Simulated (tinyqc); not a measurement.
# Carrier lifetime of an n-type layer with SRH, radiative, Auger and surface recombination: two studies

Uniform excess density dn = dp (no trapping), n = n0 + dn, p = p0 + dn, Boltzmann statistics, full ionisation. Surfaces enter as a rate 2 S dn/d, which holds while diffusion to them is fast.

Values chosen for this exercise; band and dielectric values close to those of 4H silicon carbide: temperature T = 300 K; band gap Eg = 3.2 eV; conduction-band density of states at T Nc = 1.69e19 cm^-3; valence-band density of states at T Nv = 2.48e19 cm^-3; radiative coefficient B = 1.52e-12 cm^3/s; donor density N = 1.4e14 cm^-3; Auger coefficient (two electrons) Cn = 2.6e-31 cm^6/s; Auger coefficient (two holes) Cp = 1.3e-31 cm^6/s; trap density Nt = 7.1e13 cm^-3; capture cross-section for electrons sn = 3e-16 cm^2; capture cross-section for holes sp = 4e-14 cm^2; thermal velocity (both carriers) vth = 2.4e7 cm/s; trap level below the conduction band Et = 2.59 eV; surface recombination velocity (both faces) S = 6000 cm/s; sample thickness d = 6 um.

Constants: q = 1.602176634e-19 C, kB = 1.380649e-23 J/K, Vt = kB T/q. Results are converted to the units shown.

Each table varies one quantity; the others keep the values above.

## Lifetime against injection

ni = sqrt(Nc Nv) exp(-Eg/(2 Vt)), Eg in volts; majority density N/2 + sqrt(N^2/4 + ni^2), n0 p0 = ni^2; n1 = Nc exp(-Et/Vt), p1 = Nv exp((Et - Eg)/Vt); tn0 = 1/(sn vth Nt), tp0 = 1/(sp vth Nt). With e = n p - ni^2 = dn (n0 + p0 + dn): U_SRH = e/(tp0 (n + n1) + tn0 (p + p1)), U_rad = B e, U_Aug = (Cn n + Cp p) e, U_s = 2 S dn/d. Each tau is dn over its rate; tau = dn/U with U the sum.

The same in every row: tau_s (s) = 5.0000e-8.

Result of one run:

| dn (cm^-3) | tau_SRH (s) | tau_rad (s) | tau_Aug (s) | tau (s) | radiative share (%) | largest path |
|---|---|---|---|---|---|---|
| 1e19 | 1.9708e-6 | 6.5789e-8 | 2.5640e-8 | 1.3385e-8 | 20.346 | Auger |

What becomes of these results when the excess density dn is changed from 1e19 to 1e13 cm^-3, all else the same?

Result of the changed run:

| dn (cm^-3) | tau_SRH (s) | tau_rad (s) | tau_Aug (s) | tau (s) | radiative share (%) | largest path |
|---|---|---|---|---|---|---|
| 1e13 | 1.4510e-7 | 0.0043860 | 165.43 | 3.7186e-8 | 8.4784e-4 | surface |

The whole series:

| dn (cm^-3) | tau_SRH (s) | tau_rad (s) | tau_Aug (s) | tau (s) | radiative share (%) | largest path |
|---|---|---|---|---|---|---|
| 1e11 | 1.6087e-8 | 0.0046959 | 195.88 | 1.2171e-8 | 2.5919e-4 | SRH |
| 1e12 | 2.8564e-8 | 0.0046659 | 192.78 | 1.8179e-8 | 3.8961e-4 | SRH |
| 1e13 | 1.4510e-7 | 0.0043860 | 165.43 | 3.7186e-8 | 8.4784e-4 | surface |
| 1e14 | 8.2976e-7 | 0.0027412 | 55.261 | 4.7157e-8 | 0.0017203 | surface |
| 1e15 | 1.7306e-6 | 5.7710e-4 | 2.0572 | 4.8592e-8 | 0.0084200 | surface |
| 1e16 | 1.9438e-6 | 6.4881e-5 | 0.025053 | 4.8709e-8 | 0.075075 | surface |
| 1e17 | 1.9681e-6 | 6.5697e-6 | 2.5581e-4 | 4.8393e-8 | 0.73660 | surface |
| 1e18 | 1.9706e-6 | 6.5780e-7 | 2.5635e-6 | 4.4607e-8 | 6.7813 | surface |
| 1e19 | 1.9708e-6 | 6.5789e-8 | 2.5640e-8 | 1.3385e-8 | 20.346 | Auger |

SRH recombination leads at dn = 1e11, surface from 1e13, Auger from 1e19 on. The total lifetime goes from 1.22e-8 through a maximum of 4.87e-8 (at dn = 1e16 among the rows listed) to 1.34e-8 s. tau_SRH goes from 1.61e-8 s (low-injection limit 1.47e-8 s) to 1.97e-6 s (high-injection limit tn0 + tp0 = 1.97e-6 s). Between the last two rows tau_rad goes as dn^(-1.00) and tau_Aug as dn^(-2.00); the radiative share rises from 2.59e-4 to 20.3 %. For dn = 1e19 the carriers are degenerate, where B and the Auger coefficients no longer stay constant.

## Effect of the trap level below the conduction band at dn = 1e17 cm^-3

Same model as above.

Here dn = 1e17 cm^-3.

The same in every row: tau_rad (s) = 6.570e-6; tau_Aug (s) = 2.558e-4; tau_s (s) = 5.000e-8.

Results:

| Et (eV) | tau_SRH (s) | tau (s) | radiative share (%) | largest path |
|---|---|---|---|---|
| 0.06 | 2.211e-6 | 4.852e-8 | 0.7386 | surface |
| 0.45 | 1.968e-6 | 4.839e-8 | 0.7366 | surface |
| 1.22 | 1.968e-6 | 4.839e-8 | 0.7366 | surface |
| 1.6 | 1.968e-6 | 4.839e-8 | 0.7366 | surface |
| 1.99 | 1.968e-6 | 4.839e-8 | 0.7366 | surface |
| 2.37 | 1.968e-6 | 4.839e-8 | 0.7366 | surface |
| 2.76 | 1.968e-6 | 4.839e-8 | 0.7366 | surface |
| 3.14 | 4.953e-5 | 4.956e-8 | 0.7544 | surface |

Estimate the missing row, Et = 0.83 eV.

Computed row:

| Et (eV) | tau_SRH (s) | tau (s) | radiative share (%) | largest path |
|---|---|---|---|---|
| 0.83 | 1.968e-6 | 4.839e-8 | 0.7366 | surface |

With this row back in the table: Surface recombination leads at Et = 0.06 and in all other rows. tau_SRH goes from 2.21e-6 through a minimum of 1.97e-6 (at Et = 0.45 to 2.76 among the rows listed) to 4.95e-5 s and the total lifetime goes from 4.85e-8 through a minimum of 4.84e-8 (at Et = 0.45 to 2.76 among the rows listed) to 4.96e-8 s. tau_SRH is within a factor 1.5 of its lowest value for Et from 0.06 to 2.76 eV; nearer a band edge n1 or p1 outgrows the carrier densities and the trap re-emits what it captured.

Range of the model: S d exceeds 2.5 cm^2/s, comparable with a diffusion coefficient, so 2 S/d overstates the surface loss.

tinyqc, about 0.01 s, one thread, Intel Xeon 2.30GHz (shared host): `OMP_NUM_THREADS=1 python tinyqc.py 2300069 2300070 out.jsonl`
